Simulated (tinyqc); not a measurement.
# Elastic strain and critical thickness of a cubic alloy layer A(1-x)B(x) on a thick substrate, step by step

A worked calculation. Computed by tinyqc, a small Python program that keeps every step. Command: `OMP_NUM_THREADS=1 python tinyqc.py 3000775 3000776 out.jsonl misfit walk`. One thread of a shared host (Intel(R) Xeon(R) Processor @ 2.30GHz), about 0.01 s of CPU time with the checks. Intermediate numbers are printed to about 6 digits and carried at full precision; extremes and crossings named in words are read from the listed rows.

Strain is positive in tension. The layer is coherent with the substrate unless said otherwise.

Inputs (values chosen for the exercise, modelled on Ge(1-x)Si(x) on Ge):

| quantity | value | unit |
|---|---|---|
| fraction x of B | 0.42 | - |
| lattice constant a_A | 5.658 | angstrom |
| lattice constant a_B | 5.431 | angstrom |
| substrate lattice constant a_S | 5.658 | angstrom |
| layer thickness h | 96 | nm |
| biaxial modulus of the substrate M_S | 138 | GPa |
| substrate thickness t_S | 775 | micrometre |
| wafer diameter W | 100 | mm |
| X-ray wavelength | 1.540593 | angstrom |
| start of the iteration h0/b | 20 | - |

Growth plane: (111). Layer: buried under a thick cap. Misfit dislocation: edge.

C11, C12, C44 of A (GPa): 130.4  48.92  65.67

C11, C12, C44 of B (GPa): 168.3  64.72  79.26

## Alloy by Vegard's rule, and misfit

a = (1 - x) a_A + x a_B, the same rule for each C_ij; misfit f = (a_S - a)/a, the in-plane strain of the coherent layer.

free lattice constant a = 5.56266 angstrom

elastic constants (GPa): C11 146.3180, C12 55.5560, C44 71.3778

misfit f = 0.0171393

The layer is stretched in the plane by 1.71 %.

## Biaxial strain, stress and energy

(111): D = 2 (C11 + 2 C12 - 2 C44)/(C11 + 2 C12 + 4 C44), M = 6 C44 (C11 + 2 C12)/(C11 + 2 C12 + 4 C44). The free surface carries no normal stress, so e_perp = -D f; dV/V = 2 f + e_perp; stress = M f; energy per area = M f^2 h (1 GPa nm = 1 J/m^2).

ratio D = 0.422419

normal strain e_perp = -0.00723996

volume strain dV/V = 0.0270386

biaxial modulus M = 203.058 GPa

in-plane stress = 3.48027 GPa

strain energy per area = 5.72634 J/m^2

## Symmetric X-ray reflection

Reflection 111: d = a_perp/sqrt(3), with a_perp = a (1 + e_perp) for the coherent layer, a for the relaxed layer and a_S for the substrate; sin(theta) = lambda/(2 d).

Bragg angles:

| crystal | a_perp (angstrom) | theta (degrees) | from substrate (arcsec) |
|---|---|---|---|
| substrate | 5.65800 | 13.6392 | 0.00 |
| coherent layer | 5.52239 | 13.9808 | 1229.98 |
| relaxed layer | 5.56266 | 13.8776 | 858.26 |

peak separation of the coherent layer = 1229.98 arcsec

The coherent layer lies 1.43 times as far from the substrate peak as a relaxed one, about 1 + D = 1.42: reading its peak as relaxed would overstate the mismatch by that factor.

## Isotropic constants and the prefactor A

Voigt averages: G = (C11 - C12 + 3 C44)/5, B = (C11 + 2 C12)/3, nu = (3 B - 2 G)/(2 (3 B + G)); b = a/sqrt(2). Edge dislocation with b in the interface: cos alpha = 0, cos lambda = 1. Matthews-Blakeslee: h_c = A [ln(h_c/b) + 1], A = b (1 - nu cos^2 alpha)/(4 pi |f| (1 + nu) cos lambda), the factor 4 pi being that of a buried layer, with a dislocation at both interfaces.

shear modulus G = 60.97908 GPa

Poisson ratio nu = 0.212732

Burgers vector b = 0.393339 nm

prefactor A = 1.50591 nm

## Critical thickness by fixed-point iteration

Start at h0, put the right side back in, and stop when the change is below 1e-9 h or h turns negative.

Iteration:

| step | h in (nm) | h out (nm) | change (nm) |
|---|---|---|---|
| 1 | 7.86679 | 6.01723 | -1.84956e+00 |
| 2 | 6.01723 | 5.61361 | -4.03620e-01 |
| 3 | 5.61361 | 5.50905 | -1.04560e-01 |
| 4 | 5.50905 | 5.48073 | -2.83140e-02 |
| 5 | 5.48073 | 5.47297 | -7.75966e-03 |
| 6 | 5.47297 | 5.47084 | -2.13359e-03 |
| 7 | 5.47084 | 5.47025 | -5.87182e-04 |
| ... | ... | ... | ... |
| 10 | 5.47005 | 5.47003 | -1.22504e-05 |
| 11 | 5.47003 | 5.47003 | -3.37255e-06 |
| 12 | 5.47003 | 5.47003 | -9.28471e-07 |
| 13 | 5.47003 | 5.47003 | -2.55610e-07 |
| 14 | 5.47003 | 5.47003 | -7.03702e-08 |
| 15 | 5.47003 | 5.47003 | -1.93731e-08 |
| 16 | 5.47003 | 5.47003 | -5.33347e-09 |

critical thickness h_c (Matthews-Blakeslee) = 5.47003 nm

Converged; near the root each step shrinks the error by A/h_c = 0.275. h_c is 13.9 Burgers vectors. Caution: an edge dislocation with b in the interface cannot reach it by glide, so the force balance is formal for it.

## Equilibrium strain at the thickness h

For h > h_c the same force balance gives the strain left, |e| = |f| A [ln(h/b) + 1]/h, and below h_c e = f; relaxation = 1 - e/f; dislocations per length across each line direction = (|f| - |e|)/(b cos lambda), times 2/3 for the three line sets on (111).

strain left e = 0.00174688

relaxation = 89.8077 %

dislocation line density = 26.0884 1/micrometre

h is 17.55 h_c: in equilibrium dislocations lie 38.3 nm apart; slow nucleation and glide can keep a real layer more strained.

## Wafer curvature of the coherent layer

Stoney: curvature = 6 |stress| h/(M_S t_S^2); radius = 1/curvature; bow = curvature W^2/8.

curvature = 0.0241854 1/m

radius of curvature = 41.3472 m

bow = 30.2318 micrometre

Caution: M_S is near the value for a (001) wafer; a (111) wafer is stiffer and bends less. Caution: the curvature assumes a coherent layer, but h exceeds h_c.

## Force balance against energy balance

People-Bean: h_c = P ln(h_c/b), P = (1 - nu)/(1 + nu) b^2/(16 pi sqrt(2) a f^2). The misfit is scaled by 0.25, 0.4, 0.6, 1, 1.5, 2.2 at fixed a, b and nu; the upper root is taken, and rows with A < 1.3 b or P < 3 b, where the roots shrink to the core size or vanish, are left out.

Critical thickness:

| \|f\| (%) | Matthews-Blakeslee (nm) | People-Bean (nm) | ratio |
|---|---|---|---|
| 0.42848 | 32.6399 | 1097.62 | 33.6281 |
| 0.68557 | 18.2011 | 369.99 | 20.3280 |
| 1.02836 | 10.8314 | 141.33 | 13.0478 |
| 1.71393 | 5.4700 | 39.95 | 7.3041 |
| 2.57089 | 3.0652 | 13.62 | 4.4441 |
| 3.77064 | 1.6772 | 4.25 | 2.5359 |

The exponents d ln h_c/d ln f are -1.24 and -2.31 between the first rows, steeper than the -1 and -2 of the prefactors because of the logarithm. The ratio falls from 33.6 to 2.54 as the misfit grows. Where People-Bean lies above, a layer between the lines is metastable: dislocations would lower the energy but have to be nucleated. People-Bean has no form for a buried layer. Above about 2 % misfit islands may come first.

Checks made by the program: D and M against the full stiffness tensor (relative difference below 1e-10); h_c against the Lambert function, -A W_(-1)(-b/(A e)) (relative difference 4e-10).
